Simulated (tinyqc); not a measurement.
Worked calculation: grain growth, pinning, strength and diffusional creep of a polycrystal or thin film. Computed by tinyqc, a small Python program that keeps every step. Command: `OMP_NUM_THREADS=1 python tinyqc.py 3010279 3010280 out.jsonl grain walk`. One thread of a shared host (Intel(R) Xeon(R) Processor @ 2.30GHz), about 0.01 s of CPU time with the checks. Intermediate numbers are printed to about 5 digits and carried at full precision; extremes and crossings named in words are read from the listed rows.

One mean grain size d describes the structure.

Inputs (values chosen for the exercise, for a model solid): shear modulus G = 164 GPa; Burgers vector b = 2.741 angstrom; atomic volume Omega = 15.85 angstrom^3; boundary energy gamma = 1.1 J/m^2; mobility prefactor M0 = 4.3e-05 m^4/(J s); activation energy of boundary motion Q_m = 4.26 eV; anneal temperature T = 2030 K; anneal time t = 450 s; initial grain size d0 = 110 nm; particle volume fraction f = 0.00012; particle radius r = 8.6 nm; film thickness h = 670 nm; surface energy gamma_s = 3.6 J/m^2; friction stress sigma_0 = 630 MPa; Hall-Petch slope k_y = 0.88 MPa m^0.5; lattice diffusion energy Q_l = 4.65 eV; boundary diffusion energy Q_b = 3.64 eV; lattice prefactor D0 = 6.6e-05 m^2/s; boundary prefactor delta D0b = 1.1e-14 m^3/s; applied stress sigma = 22 MPa; service temperature T_c = 1112 K.

Sample: thin film on a substrate.

Constants: k_B = 8.617333262e-05 eV/K; k_B = 1.380649e-23 J/K.

## Mobility and the sizes at which growth stops

M = M0 exp(-Q_m/(k_B T)). The driving pressure is 2 gamma/d. Zener pinning pressure 3 f gamma/(2 r) stops growth at d_Z = 4 r/(3 f). Grooves where boundaries meet the surface have the angle theta = arcsin(gamma/(2 gamma_s)) and are taken to stop growth at d_h = h/(2 theta), a few film thicknesses; the limit is 1/d_lim = 1/d_Z + 1/d_h.

mobility M = 1.1413e-15 m^4/(J s)

Zener size d_Z = 95556 nm

groove angle theta = 0.15338 rad

groove limit d_h = 2184.1 nm

limit d_lim = 2135.3 nm

The grooves set the tighter limit.

## Grain size after the anneal

dd/dt = 2 M gamma (1/d - 1/d_lim) integrates to 2 M gamma t = d_lim (d0 - d) + d_lim^2 ln[(d_lim - d0)/(d_lim - d)]; without pinning d^2 = d0^2 + 4 M gamma t.

size without pinning = 1507.2 nm

grain size d = 1175.6 nm

Pinning holds d to 78 % of the free value.

## Yield stress

Hall-Petch term k_y/sqrt(d). Orowan term 3.06 x 0.4 G b ln(2 rbar/b)/(pi lambda sqrt(1 - nu)) with nu = 1/3, rbar = sqrt(2/3) r, lambda = rbar (sqrt(pi/f) - 2). Film term (threading dislocation, matched substrate, the geometry of an fcc (111) film taken for all cases): 3.464 G b ln(2 h/b)/(4 pi (1 - nu) h). The terms are added to sigma_0.

Hall-Petch term = 811.63 MPa

Orowan term = 75.249 MPa

film term = 235.66 MPa

yield stress = 1752.5 MPa

The largest term is the Hall-Petch one. The anneal changed the Hall-Petch term from 2653 to 812 MPa.

## Diffusional creep at T_c

Nabarro-Herring rate = 14 sigma Omega D_l/(k_B T d^2), D_l = D0 exp(-Q_l/(k_B T)); Coble rate = 14 pi sigma Omega delta D_b/(k_B T d^3), delta D_b = delta D0b exp(-Q_b/(k_B T)); they are equal at d_x = pi delta D_b/D_l.

Nabarro-Herring rate = 1.2788e-14 1/s

Coble rate = 2.1531e-13 1/s

crossover size d_x = 19.792 micrometre

time to 1 % strain = 4.3841e+10 s

Boundary diffusion carries the creep, by a factor 17. Caution: the time to 1 % strain exceeds a century, so diffusional creep is negligible in practice.

## Strength against creep resistance

Hall-Petch term k_y/sqrt(d).

At T_c and sigma:
```
d (nm)  Hall-Petch term (MPa)  Nabarro-Herring (1/s)  Coble (1/s)  time to 1 % (s)
30                     5080.7             1.9637e-11   1.2956e-08       7.7070e+05
100                    2782.8             1.7674e-12   3.4980e-10       2.8444e+07
300                    1606.7             1.9637e-13   1.2956e-11       7.6035e+08
1000                    880.0             1.7674e-14   3.4980e-13       2.7213e+10
3000                    508.1             1.9637e-15   1.2956e-14       6.7027e+11
10000                   278.3             1.7674e-16   3.4980e-16       1.8992e+13
100000                   88.0             1.7674e-18   3.4980e-19       4.7233e+15
```

From 100 micrometre to 30 nm grains the Hall-Petch term grows 58 times, while the time to 1 % strain shrinks by 9.8 decades. Coble creep rules in 6 of the seven rows (d_x = 20 micrometre). Fine grains resist slip but creep fast. The Hall-Petch value at 30 nm is at the edge of that law, and in a film grains much larger than h lose atoms to the surfaces instead.

## Growth with time

The formulas are those given above.

At T:
```
t (s)  free growth (nm)  pinned growth (nm)  d/d_lim
2.7               160.2               157.5  0.07375
9.1               240.4               232.3  0.10879
27                384.3               362.1  0.16957
91                684.9               613.9  0.28752
270              1169.6               966.6  0.45269
910              2140.5              1493.3  0.69935
2700             3683.8              1941.1  0.90902
9100             6760.8              2130.1  0.99755
```

The apparent exponent d ln d/d ln t of the pinned growth is at most about 0.43, below the ideal 1/2, and falls to 0.076 in the last rows: the initial size hides the law early and pinning hides it late.

Checks made by the program: d against numerical integration (relative difference 2e-09).
